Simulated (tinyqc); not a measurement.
Thin-film optics by transfer matrices: one step. Layer matrices and their product. Two cases, with inputs chosen for the exercise.

Problem. Form each matrix and multiply from the top down.

Indices N = n + i k. Snell: N0 sin(theta) = N_j sin(theta_j), with Im(N_j cos theta_j) >= 0. Admittance y_j = N_j cos theta_j for s and N_j/cos theta_j for p. Phase delta_j = 2 pi N_j cos theta_j d_j/lambda. Layer matrix [[cos delta, -i sin delta/y], [-i y sin delta, cos delta]], multiplied from the top down to M. (B, C) = M (1, y_sub); r = (y0 B - C)/(y0 B + C), R = |r|^2, T = 4 Re y0 Re y_sub/|y0 B + C|^2, absorbed in the films 1 - R - T.

Give: matrix of film 1; matrix of film 2; matrix of film 3; M.

Case 1.

y_j: ambient 1.000000, film 1 1.572000, film 2 2.707000+0.257000i, film 3 1.534000, substrate 0.111000+2.261000i

delta_j (rad): film 1 17.553722, film 2 14.893526+1.413977i, film 3 10.737085

Solution.

matrix of film 1:
```
         1        2
1   0.2715  0.6122i
2  1.5129i   0.2715
```

matrix of film 2:
```
                 1                2
1  -1.4945-1.4071i  -0.5411-0.5338i
2  -3.1868-4.6289i  -1.4945-1.4071i
```

matrix of film 3:
```
         1        2
1  -0.2556  0.6302i
2  1.4830i  -0.2556
```

M:
```
                1               2
1  0.9512+1.6561i  1.2878+1.8013i
2  1.4577+1.4951i  2.1144+1.1033i
```

Case 2.

y_j: ambient 1.000000, film 1 1.721000+0.026000i, film 2 1.719000+0.312000i, film 3 1.482000, substrate 6.626000+2.773000i

delta_j (rad): film 1 10.013469+0.151278i, film 2 1.219158+0.221278i, film 3 0.872492

Solution.

matrix of film 1:
```
                 1                2
1  -0.8412+0.0843i  -0.0684+0.3274i
2  -0.2320+0.9633i  -0.8412+0.0843i
```

matrix of film 2:
```
                1                2
1  0.3529-0.2094i  -0.0550-0.5496i
2  0.4322-1.6295i   0.3529-0.2094i
```

matrix of film 3:
```
          1         2
1    0.6429  -0.5168i
2  -1.1351i    0.6429
```

M:
```
                1               2
1  0.8114+0.1395i  0.3253+0.2616i
2  0.2499+0.8560i  1.0971+0.2352i
```

Each matrix has determinant 1, and so has M.

Computed by tinyqc, one run a case: `OMP_NUM_THREADS=1 python tinyqc.py N N+1 out.jsonl` with N = 1680762, 1680901; one thread of a shared Intel(R) Xeon(R) Processor @ 2.30GHz, about 0.01 s a run at most.
